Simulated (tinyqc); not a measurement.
Nudged elastic band on a two-dimensional model surface: one step, computed by the program tinyqc. Command: `OMP_NUM_THREADS=1 python tinyqc.py 3009106 3009107 out.jsonl neb walk`. One thread of a shared host (Intel(R) Xeon(R) Processor @ 2.30GHz), about 0.1 s of CPU time with the checks.

V(x, y) = h u^2 + t x + (kappa/2)(y + c u)^2 with u = x^2/w^2 - 1; the path runs from the minimum near (-w, 0) to that near (w, 0).

Task: Iteration 2. Tangent at image i: towards the higher neighbour if the energies rise or fall through i; at a maximum or minimum, tau = t+ dmax + t- dmin if V(i+1) > V(i-1), else t+ dmin + t- dmax, with t+ = R(i+1) - R(i), t- = R(i) - R(i-1) and dmax, dmin the larger and smaller of |V(i+1) - V(i)| and |V(i-1) - V(i)|; then normalise. Force F = -grad V + (grad V.tau) tau + k_s (|t+| - |t-|) tau. With a climbing image, the highest image feels instead F = -grad V + 2 (grad V.tau) tau and no spring. Update R(new) = R + eta F; the end points stay fixed.

Inputs (values chosen for the exercise, for a model surface): height h = 0.56 eV; half width w = 0.9 angstrom; transverse stiffness kappa = 5.7 eV/angstrom^2; curvature c = 0.36 angstrom; tilt t = 0.025 eV/angstrom; spring constant k_s = 3.6 eV/angstrom^2; step factor eta = 0.055 angstrom^2/eV.

Surface: curved double well. Climbing image: on.

images after iteration 1 (angstrom), rows image 1, image 2, image 3, columns x, y:
$$\begin{pmatrix}
-0.4548450 & 0.0831971 \\
-0.0029115 & 0.1128862 \\
0.4451237 & 0.0861288
\end{pmatrix}$$

positions (angstrom), rows start, end, saddle, columns x, y:
$$\begin{pmatrix}
-0.9044865 & -0.0035981 \\
0.8954454 & 0.0036345 \\
0.0090411 & 0.3599637
\end{pmatrix}$$

Give: unit tangents; forces; images after iteration 2.

Result:

unit tangents, rows image 1, image 2, image 3, columns x, y:
$$\begin{pmatrix}
0.99785 & 0.06555 \\
1.00000 & 0.00008 \\
0.99822 & -0.05962
\end{pmatrix}$$

forces (eV/angstrom), rows image 1, image 2, image 3, columns x, y:
$$\begin{pmatrix}
-0.0930 & 1.1387 \\
0.0365 & 1.4085 \\
0.1000 & 1.1322
\end{pmatrix}$$

images after iteration 2 (angstrom), rows image 1, image 2, image 3, columns x, y:
$$\begin{pmatrix}
-0.45996 & 0.14583 \\
-0.00090 & 0.19036 \\
0.45062 & 0.14840
\end{pmatrix}$$
